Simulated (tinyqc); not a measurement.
Sp3 tight binding, zinc-blende lattice, step by step. One step of it, computed by the program tinyqc.

Question. Levels at X. Diagonalise the Hermitian matrix.

H(k) at X (eV), lower triangle (Hermitian):
```
                     a s                a px                 a py                 a pz
a s           -14.920000
a px            0.000000           -6.760000
a py            0.000000            0.000000            -6.760000
a pz            0.000000            0.000000             0.000000            -6.760000
c s             0.000000  0.000000+9.836504i             0.000000             0.000000
c px  0.000000-9.836504i            0.000000             0.000000             0.000000
c py            0.000000            0.000000             0.000000  0.000000-12.500212i
c pz            0.000000            0.000000  0.000000-12.500212i             0.000000

             c s       c px       c py       c pz
c s   -14.920000
c px    0.000000  -6.760000
c py    0.000000   0.000000  -6.760000
c pz    0.000000   0.000000   0.000000  -6.760000
```

Give: eigenvalues.

Answer.

eigenvalues (eV): -21.489  -21.489  -19.260  -19.260  -0.191  -0.191  5.740  5.740
